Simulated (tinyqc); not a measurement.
# Thin-film transistor with exponential tail and deep states, accumulation layer, step by step

tinyqc, about 0.02 s, one thread, Intel Xeon 2.30GHz (shared host): `OMP_NUM_THREADS=1 python tinyqc.py 2610055 2610056 out.jsonl` Printed values are rounded.

An undoped film in accumulation, thicker than the space-charge layer. With band bending psi the Fermi level lies E0 - psi below the band edge. Free electrons n = n0 exp(psi/Vt) carry the current; electrons in two exponential distributions of traps, a = a0 exp(psi/Va) and d = d0 exp(psi/Vp), do not. Linear regime, ohmic contacts, traps in equilibrium.

Values chosen for this exercise; values close to those of an organic semiconductor:
```
symbol   value        unit                                        meaning
T          300           K                                    temperature
eps_r      3.2                 relative permittivity of the semiconductor
Nc      7.3e19       cm^-3                     density of extended states
mb         3.9  cm^2/(V s)                                  band mobility
Nt        1e20       cm^-3                   total density of tail states
Tt         470           K         characteristic temperature of the tail
Nd      3.5e17       cm^-3                   total density of deep states
Td        1240           K  characteristic temperature of the deep states
E0        0.45          eV           bulk Fermi level below the band edge
Ci          12     nF/cm^2                               gate capacitance
WL          20                                                  ratio W/L
Vd         0.2           V                                  drain voltage
Vg          17           V                   gate voltage above flat band
```

Constants: q = 1.602176634e-19 C, kB = 1.380649e-23 J/K, Vt = kB T/q, eps0 = 8.8541878128e-14 F/cm where lengths are in cm. Results are converted to the units shown.

Range of the model: The th form assumes a Fermi level far below the band edge; at the surface it overcounts the filled tail by a factor of about 1.2.

## Bulk densities

Va = kB Tt/q, Vp = kB Td/q; n0 = Nc exp(-E0/Vt), a0 = Nt th(T/Tt) exp(-E0/Va), d0 = Nd th(T/Td) exp(-E0/Vp), th(x) = pi x/sin(pi x).

Va = 0.0405015 V
Vp = 0.106855 V
th(T/Tt) = 2.21066
n0 = 2.01213e12 cm^-3
a0 = 3.30524e15 cm^-3
d0 = 5.72489e15 cm^-3

## Iteration 1: surface potential by Newton steps

psi at the start = 0.45 V

Va = kB Tt/q, Vp = kB Td/q. G(psi) = sum over the three kinds of c0 [V (exp(psi/V) - 1) - psi], field F = sqrt(2 q G/(eps0 eps_r)); Vg = psi + eps0 eps_r F/Ci at the surface. f = psi + eps0 eps_r F/Ci - Vg, f' = 1 + q rho/(Ci F) with rho = sum c0 (exp(psi/V) - 1); psi(new) = psi - f/f'.

F = 3507.34 kV/cm
f = 66.2625 V
f' = 1121.86
psi after iteration 1 = 0.390935 V

## Iteration 2: surface potential by Newton steps

As before.

F = 1610.84 kV/cm
f = 21.4248 V
f' = 490.600
psi after iteration 2 = 0.347265 V

## Course of the iteration: surface potential by Newton steps

Stop when psi changes by less than 1e-10 V, or after 30 iterations. psi must stay between 0 and 5 V.

Course of the iteration:
```
iteration   psi (V)  |change| (V)
1          0.390935        0.0591
2          0.347265        0.0437
3          0.328464        0.0188
4          0.325777       2.69e-3
5          0.325730       4.73e-5
6          0.325730       1.43e-8
7          0.325730       < 1e-14
```

Converged in 7 iterations. At the end the number of correct digits about doubles with each step.

## Free and total charge, current

psi_s = 0.325730 V

Va = kB Tt/q, Vp = kB Td/q. G(psi) = sum over the three kinds of c0 [V (exp(psi/V) - 1) - psi], field F = sqrt(2 q G/(eps0 eps_r)); Vg = psi + eps0 eps_r F/Ci at the surface. Total charge Q = Ci (Vg - psi_s); free charge Qf = q times the integral of n0 (exp(psi/Vt) - 1)/F over psi from 0 to psi_s; I = (W/L) mb Qf Vd; effective mobility mb Qf/Q.

surface densities (cm^-3): free 5.96596e17, tail 1.02798e19, deep 1.20683e17
Q = 200.091 nC/cm^2
Qf = 5.13844 nC/cm^2
effective mobility = 0.100154 cm^2/(V s)
I = 80.1596 nA

2.57 % of the induced charge is free, against 5.43 % of the electrons right at the surface.
